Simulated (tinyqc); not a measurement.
Inter-valley coupling by envelope functions against a chain of atomic planes: sweeps and comparisons. A value that a table varies takes the place of the one given here.

Chain: E(phi) = e0 + 2 v cos(phi) + 2 u cos(2 phi), cos(phi0) = -v/(4u), e0 = 2u + v^2/(4u); plane j = 0, 1, ... has the potential V_j = dE x_j + F (j - 30) a/4 (1 MV/m = 1e-4 V/angstrom). There are 30 barrier planes a side; with y = j - 29.5, x_j = xb (f(y) + f(Nw - y)), f(y) = 1/(1 + exp(y/L)), plus any Ge added in the well. The valley splitting is the spacing of the two lowest levels. Envelope theory: F_j solves a one-valley chain with hopping -b and diagonal 2b + V_j, b = 4u sin^2(phi0), sum F_j^2 = 1; the valleys couple by Dv = sum_j F_j^2 V_j exp(-2 i phi0 j) and split by 2|Dv|.

Values chosen for the exercise (near those of the Delta valleys of silicon in a SiGe well; shifted at random, so the results belong to these values and not to a real crystal):

| symbol | value | unit | meaning |
|---|---|---|---|
| a | 5.431 | angstrom | lattice constant; planes lie a/4 apart |
| u | 0.643 | eV | second-neighbour hopping |
| v | 0.748 | eV | nearest hopping |
| Nw | 68 |  | planes in the well |
| L | 1.25 | planes | interface width |
| xb | 0.25 |  | Ge fraction of the barriers |
| dE | 0.59 | eV | offset per unit Ge fraction |
| F | 5 | MV/m | field |
| xs | 0.12 |  | Ge fraction added on that plane |
| xw | 0.015 |  | mean Ge fraction of the wiggle |
| x0 | 1901 |  | start of the number sequence |
| na | 4000 |  | atoms a plane under the dot |
| js | 76 |  | plane j of a Ge spike (the well starts at j = 30) |

## Position of the spike

The spike is moved through the well; position counted from the first well plane, j - 30.

Against position:

| j - 30 | F_j^2, smooth | mean of the doublet (meV) | splitting, chain (micro-eV) | envelope | first order |
|---|---|---|---|---|---|
| 3 | 0.01133 | 22.13 | 1226 | 1195 | 1604 |
| 8 | 0.02621 | 22.89 | 2748 | 2682 | 3711 |
| 14 | 0.03749 | 23.63 | 4233 | 4183 | 5309 |
| 20 | 0.03625 | 23.68 | 4328 | 4292 | 5134 |
| 27 | 0.02509 | 22.92 | 2818 | 2787 | 3552 |
| 34 | 0.01327 | 22.20 | 1378 | 1349 | 1880 |
| 44 | 0.00367 | 21.70 | 370 | 360 | 520 |
| 54 | 0.00067 | 21.55 | 70 | 69 | 95 |
| 65 | 0.00004 | 21.52 | 4 | 4 | 5 |

What can be read from the table?

The splitting is largest at plane 20 among these rows (4328 micro-eV), and the smooth envelope peaks at plane 16, counting all planes; without a spike it is 0.52. Where the splitting exceeds 20 micro-eV the envelope theory lies within 2.7 % of the chain and first order within 41 %.

## A periodic Ge profile (wiggle well)

periods (planes): pi/phi0 1.68370, pi/(pi - phi0) 2.46263

Added fraction xw (1 - cos(2 pi (j - 30)/p)) on the well planes; p = f times the resonant period pi/(pi - phi0). At resonance the estimate is dE xw.

Against period:

| f | p (planes) | mean of the doublet (meV) | splitting, chain (micro-eV) | envelope |
|---|---|---|---|---|
| 0.90 | 2.2164 | 30.14 | 401 | 430 |
| 0.95 | 2.3395 | 29.81 | 3336 | 3514 |
| 0.98 | 2.4134 | 30.00 | 7327 | 7559 |
| 0.99 | 2.4380 | 30.17 | 8334 | 8410 |
| 1.00 | 2.4626 | 30.26 | 8742 | 8694 |
| 1.01 | 2.4873 | 30.19 | 8415 | 8383 |
| 1.02 | 2.5119 | 30.03 | 7530 | 7577 |
| 1.05 | 2.5858 | 29.78 | 4064 | 4040 |
| 1.10 | 2.7089 | 30.05 | 921 | 856 |
| 1.50 | 3.6939 | 30.25 | 26 | 25 |
| 3.00 | 7.3879 | 30.26 | 4 | 4 |

What does this show, and why?

The splitting peaks at f = 1 with 8.74 meV, against the estimate dE xw = 8.85 meV, and is 0.84 and 0.86 of the value at f = 1 two per cent off to either side: the width of the resonance is set by the number of periods under the envelope. At f = 3 it is 4 micro-eV. The chain has one orbital a plane and knows only this resonance; longer periods that work through other bands are outside it.

## Random alloy fluctuations

A uniform fraction x is added on all planes. Each plane j then fluctuates by q sqrt(x_j (1 - x_j)/na) in Ge fraction, q = sqrt12 (z/2147483647 - 1/2) with z(new) = 16807 z mod 2147483647 from x0, restarted for each row; 24 samples. Theory: Dv is a complex Gaussian with sigma^2 = dE^2 sum F_j^4 x_j (1 - x_j)/na, and the mean splitting is sqrt(pi) sigma if the smooth part is negligible.

Splitting (micro-eV):

| x | sigma | sqrt(pi) sigma | mean of 24 | least | largest |
|---|---|---|---|---|---|
| 0.00 | 34.5 | 61.2 | 55.3 | 4.5 | 145.9 |
| 0.01 | 157.3 | 278.8 | 228.5 | 22.0 | 697.2 |
| 0.02 | 218.6 | 387.5 | 317.3 | 37.3 | 958.2 |
| 0.05 | 337.8 | 598.8 | 490.5 | 66.1 | 1463.7 |
| 0.10 | 463.9 | 822.2 | 674.1 | 95.5 | 1997.9 |

How do the results move?

Without added Ge the disorder sits in the barriers, where the state is small: mean 55.3 micro-eV, against 0.52 for the smooth well. With 5 % Ge in the well the mean is 491, theory 599, with a statistical error of about 11 % for 24 samples; the miss is -18 %, and since every row reuses one sequence the rows with added Ge miss alike. The spread grows with the mean: at 5 % the samples run from 66 to 1464, so small splittings remain possible. sigma falls as 1/sqrt(na) for larger dots. A chain with one orbital a plane has no Bloch-function factor, which scales all these couplings down in fuller models.

## What each parameter does

Chain with the spike on plane js. Each row changes one parameter from the base and keeps the others.

Results:

| case | level (meV) | splitting (micro-eV) |
|---|---|---|
| base | 21.651 | 273.2 |
| Nw = 74 | 21.643 | 278.0 |
| L = 1.75 planes | 22.185 | 302.1 |
| xb = 0.3 | 21.979 | 292.4 |
| dE = 0.649 eV | 21.836 | 303.0 |
| F = 7 MV/m | 26.536 | 122.9 |
| js = 79 | 21.599 | 169.4 |
| xs = 0.156 | 21.678 | 327.2 |

What can be read from the table?

The largest shifts from the base row, up to three for each result and ties (the steps differ in size, so this ranks the rows, not the parameters). level (meV): F +4.885, L +0.534, xb +0.328. splitting (micro-eV): F -150.3, js -103.8, xs +54.0.

Program tinyqc; command `OMP_NUM_THREADS=1 python tinyqc.py 1481186 1481187 out.jsonl`; about 0.07 s on one thread of a shared Intel(R) Xeon(R) Processor @ 2.30GHz.
